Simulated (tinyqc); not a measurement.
What sets t'/t: three-band (Emery) model of a CuO2 plane downfolded to one band.

Electron picture, d at 0 and the oxygen p orbitals at -D; sx = sin(kx a/2), sy = sin(ky a/2). H = [[0, 2 tpd sx, -2 tpd sy], [., -D, -4 tpp sx sy], [., ., -D]], real and symmetric. The top (antibonding) band crosses the Fermi level.

One-band form E = e0 - 2t (cos kx + cos ky) - 4t' cos kx cos ky - 2t'' (cos 2kx + cos 2ky) - 4t''' (cos 2kx cos ky + cos kx cos 2ky), k in 1/a. Each hopping is minus the mean of E cos(m kx) cos(n ky) over a 12 x 12 mesh, k = (j + 1/2) 2 pi/12.

Parameters, chosen for this exercise (out of a larger set: of the size used for cuprate planes; not measured data): D = 2.6 eV (ed - ep); tpd = 1.1 eV (d-p hopping).

tpp is varied; points are in units of pi/a. E(1,0) is the saddle point; the filling is the share of a 40 x 40 mesh, k = (j + 1/2) 2 pi/40, below the saddle energy, times two.

One-band values:

| tpp (eV) | t (eV) | t' (eV) | t'' (eV) | t'/t | E(1,0) - E(1/2,1/2) (eV) | electrons at the saddle |
|---|---|---|---|---|---|---|
| 0.05 | 0.2565 | 0.0219 | 0.0147 | 0.085 | -0.0249 | 0.950 |
| 0.20 | 0.2843 | 0.0095 | 0.0183 | 0.033 | -0.1043 | 0.915 |
| 0.35 | 0.3154 | -0.0044 | 0.0220 | -0.014 | -0.1910 | 0.885 |
| 0.50 | 0.3502 | -0.0198 | 0.0258 | -0.057 | -0.2856 | 0.825 |
| 0.65 | 0.3888 | -0.0370 | 0.0298 | -0.095 | -0.3886 | 0.790 |
| 0.80 | 0.4312 | -0.0559 | 0.0340 | -0.130 | -0.5007 | 0.760 |

t'/t goes from 0.085 to -0.130. With tpp = 0 the band depends on sx^2 + sy^2 alone and the line through the saddle is a nested square, whatever t' says: terms in (cos kx + cos ky)^2 bring t' and t'' in the ratio two to one, higher powers alter it (first row: 0.0219 and 0.0147 eV), so t' - 2t'', which goes from -0.0076 to -0.1238 eV, measures the rounding. Oxygen hopping lowers the saddle against (1/2,1/2), by 0.501 eV in the last row, so the van Hove filling moves from 0.95 to 0.76 electrons (mesh values, coarse by a few hundredths; the nested square holds exactly 1) and the half-filled Fermi line closes around (1,1).

Program tinyqc; command `OMP_NUM_THREADS=1 python tinyqc.py 1482675 1482676 out.jsonl`; about 0.02 s on one thread of a shared Intel(R) Xeon(R) Processor @ 2.30GHz.
